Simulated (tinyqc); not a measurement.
Which pair of peaks is best: composition and strain of an epitaxial Si(1-x)Ge(x) layer from Raman and X-ray peaks. Computed by tinyqc, a small Python program. Command: `OMP_NUM_THREADS=1 python tinyqc.py 3003065 3003066 out.jsonl epiraman walk`. One thread of a shared host (Intel(R) Xeon(R) Processor @ 2.30GHz), about 0.01 s of CPU time with the checks.

A (001) layer, biaxially strained in the plane. The Raman peaks follow empirical lines omega = w0 + c1 x + c3 x^3 + b eps (c3 for Si-Ge alone), with eps the in-plane strain.

Inputs (values chosen for the exercise, modelled on silicon-germanium):

| quantity | value | unit |
|---|---|---|
| Ge fraction x | 0.64 | - |
| Si-Si: c1 | -70 | 1/cm |
| Si-Si: strain coefficient b | -692 | 1/cm |
| Si-Ge: c1 | 24.1 | 1/cm |
| Si-Ge: c3 | -34.1 | 1/cm |
| Si-Ge: strain coefficient b | -578 | 1/cm |
| Ge-Ge: c1 | 19.6 | 1/cm |
| Ge-Ge: strain coefficient b | -455 | 1/cm |
| uncertainty of a Raman peak | 0.3 | 1/cm |

Substrate: silicon.

Method. For each pair invert J = [d omega/dx, d omega/d eps] at the true x. Independent errors of the given size in both peaks give sigma_x and sigma_eps = uncertainty x (norm of the rows of the inverse of J).

Error propagation:

| pair | det J | sigma_x | sigma_eps (per mille) |
|---|---|---|---|
| Si-Si and Si-Ge | 28.141 | 0.0096120 | 0.77000 |
| Si-Si and Ge-Ge | 45.4132 | 0.0054710 | 0.48021 |
| Si-Ge and Ge-Ge | 19.429 | 0.011358 | 0.40884 |

What does the comparison show, and why?

The pair Si-Si and Ge-Ge fixes x best (sigma_x = 0.0055) and Si-Ge and Ge-Ge worst (0.011), a factor 2.1. Strain moves all peaks the same way, so a good pair needs different ratios of composition slope to strain coefficient, best of opposite sign; the slopes here are -70, -17.8 and 19.6 per cm for Si-Si, Si-Ge and Ge-Ge. Errors in the coefficients themselves are not counted.

Extremes, crossings and ranges named in words are read from the listed rows.
